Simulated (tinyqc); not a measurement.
Peak gain against injection: optical gain and spontaneous emission in a bulk direct-gap semiconductor.

Parabolic bands, vertical transitions, no excitons. For each hole band j: mr = me mj/(me + mj); joint density of states J_j(E) = (mr/c)^(3/2) sqrt(E - Eg)/(2 pi^2), both spins, c = hbar^2/2m0; averaged matrix element |e.p|^2 = m0 Ep/6; alpha_j(E) = 4 pi^2 alpha_f c Ep J_j/(3 nr E) in 1/angstrom (alpha_f the fine-structure constant, listed as alpha among the constants), times 1e8 for 1/cm.

F_j(eta) = (1/Gamma(j + 1)) integral_0^infinity x^j dx/(1 + exp(x - eta)), which tends to exp(eta) for eta << 0.

Quasi-Fermi levels: n = Nc F_1/2(Fc/kT) and p = Nv F_1/2(Fv/kT), Fc counted up from the conduction edge and Fv down from the valence edge; Nc, Nv from N = 2 (m kB T/(4 pi c))^(3/2) with c = hbar^2/2m0, in 1/angstrom^3; times 1e24 for 1/cm^3, with me and (mhh^(3/2) + mlh^(3/2))^(2/3).

For band j the electron sits at Ee = (E - Eg) mr/me above its edge and the hole at Eh = (E - Eg) mr/mj; fe = 1/(1 + exp((Ee - Fc)/kT)), fh = 1/(1 + exp((Eh - Fv)/kT)); gain g = sum_j alpha_j (fe + fh - 1).

Spontaneous rate: R = integral of (nr E/(hbar c))^2/(pi^2 hbar) sum_j alpha_j fe fh dE, with alpha in 1/cm and (nr E/(hbar c))^2 in 1/cm^2 (1e16 per 1/angstrom^2); B = R/(n p); lifetime n/R.

Constants: hbar^2/2m0 = 3.80998211 eV angstrom^2; fine-structure constant alpha = 0.007297352564; kB = 8.617333262e-05 eV/K; hbar = 6.58211957e-16 eV s; hbar c = 1973.269805 eV angstrom.

Inputs chosen for the exercise (near those of InP; not measured data): Eg = 1.326 eV (direct gap); me = 0.0781 m0 (electron mass); mhh = 0.571 m0 (heavy-hole mass); mlh = 0.0857 m0 (light-hole mass); Ep = 20.6 eV (Kane energy); nr = 3.36 (refractive index); T = 250 K.

The peak is the largest g over E; a dash marks no gain.

Gain:
```
n (1/cm^3)  Fc (eV)  Fv (eV)  peak gain (1/cm)  peak E - Eg (eV)  B (cm^3/s)
5.8e+17      0.0175  -0.0579                 -                 -    1.66e-10
9.3e+17      0.0338  -0.0474                 -                 -    1.56e-10
1.3e+18      0.0473  -0.0399                37            0.0026    1.47e-10
1.6e+18      0.0568  -0.0351               176            0.0078    1.40e-10
2.1e+18      0.0709  -0.0288               451            0.0160    1.31e-10
2.7e+18      0.0859  -0.0229               782            0.0251    1.21e-10
3.5e+18      0.1038  -0.0166              1192            0.0359    1.11e-10
4.6e+18      0.1260  -0.0098              1691            0.0488    9.98e-11
```

transparency density (Fc + Fv = 0) = 1.16e+18 1/cm^3

Gain starts at 1.16e+18 1/cm^3, where Fc = -Fv = 0.0425 eV: with Nv/Nc = 21 the electrons must be degenerate before the holes are. The slope of peak gain against n is 4.65e-16 cm^2 between the first two rows with gain and 4.54e-16 between the last two; the peak moves from 0.0026 to 0.0488 eV above the gap as the bands fill, and B falls by a factor 1.67. Line broadening and gap shrinkage are left out.

tinyqc: `OMP_NUM_THREADS=1 python tinyqc.py 1650732 1650733 out.jsonl`; about 0.08 s, one thread, shared Intel(R) Xeon(R) Processor @ 2.30GHz.
